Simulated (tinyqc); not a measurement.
Random telegraph noise from one oxide trap in a small MOSFET: two steps of the calculation.

An acceptor-like trap exchanges electrons with the channel. Inversion charge Q = Cox u, u = n Vt W0(exp((Vg - VT)/(n Vt))), W0 the Lambert function, n = nf, Cox = eps0 eox/tox; linear regime Id = (W/L) mu Q Vd. Relative to threshold the surface potential rises by Vt ln(u/u0) and the oxide voltage by the rest of Vg - VT, with u0 = n Vt W0(1).

Values chosen for this exercise; values of the order met in silicon transistors: temperature T = 300 K; relative permittivity of the gate insulator (close to silicon dioxide) eox = 3.9; insulator thickness tox = 1.5 nm; depth of the trap from the channel interface xt = 0.16 nm; trap level above the channel Fermi level at threshold E0 = 0.12 eV; capture prefactor s0 = 2e-16 cm^2; capture barrier (lattice relaxation) EB = 0.26 eV; tunnelling decay length lt = 0.18 nm; thermal velocity vth = 1.7e7 cm/s; thickness of the inversion layer zi = 1.7 nm; threshold voltage VT = 0.29 V; body factor nf = 1.32; gate voltage Vg = 0.72 V.

Constants: q = 1.602176634e-19 C, kB = 1.380649e-23 J/K, Vt = kB T/q, eps0 = 8.8541878128e-14 F/cm where lengths are in cm. Results are converted to the units shown.

Task 1. Trap level, time constants and occupancy. N = Cox u/q; dpsi = Vt ln(u/u0); E = E0 - dpsi - (xt/tox)(Vg - VT - dpsi); capture time tc = 1/[(N/zi) vth s0 exp(-xt/lt - EB/Vt)]; emission time te = tc exp(-E/Vt); occupancy te/(tc + te).

Wanted: u; N; dpsi; E; tc; te; occupancy.

Result 1.

u = 0.35051 V
N = 5.0363e12 cm^-2
dpsi = 0.074881 V
E = 0.0072399 eV
tc = 5.6325e-7 s
te = 4.2568e-7 s
occupancy = 0.43044

The trap lies 0.28 Vt above the Fermi level, so it is filled 43.0 % of the time.

Task 2. Lorentzian spectrum. Spectrum S(f) = 4 dI^2/{(tc + te)[(1/tc + 1/te)^2 + (2 pi f)^2]}; corner fc = (1/tc + 1/te)/(2 pi); variance dI^2 tc te/(tc + te)^2. Give S at f = 0, at fc and at 10 fc.

tc = 5.6325358e-7 s
te = 4.2567604e-7 s
dI = 75.660506 nA

Give: fc; S(0); S(fc); S(10 fc); rms current.

Result 2.

fc = 6.565e5 Hz
S(0) = 1.361e-21 A^2/Hz
S(fc) = 6.805e-22 A^2/Hz
S(10 fc) = 1.348e-23 A^2/Hz
rms current = 37.46 nA

The rms value is 0.495 of the step; it reaches its largest share, 1/2, when tc = te.

Range of the model: VT is taken as given; short-channel effects and the uneven flow of current among few electrons are left out.

Program tinyqc, `OMP_NUM_THREADS=1 python tinyqc.py 2710139 2710140 out.jsonl`; Intel Xeon 2.30GHz, shared host, one thread, about 0.01 s.
